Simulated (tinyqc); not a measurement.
Double-gate transistor, scale length and short-channel effects: two steps of the calculation.

A body of thickness ts between two insulators of thickness ti and two tied gates. Below threshold the potential that source and drain add obeys Laplace's equation and vanishes on the gate. Its lowest mode decays along the channel as exp(-k y); k is the smallest positive root of the matching condition at the interface, and the scale length is Lambda = pi/k.

Values chosen for this exercise; permittivities: semiconductor close to that of indium arsenide, insulator close to that of aluminium oxide: relative permittivity of the semiconductor eps_r = 15.3; relative permittivity of the insulator ei = 9.1; insulator thickness ti = 1.8 nm; body thickness ts = 5.3 nm.

Question 1. Scan of the matching condition. f(k) = ei cos(k ti) cos(k ts/2) - eps_r sin(k ti) sin(k ts/2).

```
point,k (1/nm)
0,0.0475
1,0.095
2,0.1425
3,0.19
4,0.2375
5,0.285
6,0.3325
7,0.38
```

Wanted: f(k).

Answer 1.

```
point,f(k)
0,8.831
1,8.036
2,6.751
3,5.033
4,2.960
5,0.626
6,-1.866
7,-4.403
```

The first change of sign lies between k = 0.285 and 0.3325 1/nm.

Question 2. Scale length against simple estimates. Lambda = pi/k and l = 1/k. A parabolic potential across the structure gives l(parabolic) = sqrt((eps_r/(2 ei)) ts ti (1 + ei ts/(4 eps_r ti))).

k = 0.29712502 1/nm

Give: Lambda; l; l(parabolic).

Answer 2.

Lambda = 10.573 nm
l = 3.3656 nm
l(parabolic) = 3.3958 nm

tinyqc, about 0.01 s, one thread, Intel Xeon 2.30GHz (shared host): `OMP_NUM_THREADS=1 python tinyqc.py 2420117 2420118 out.jsonl`
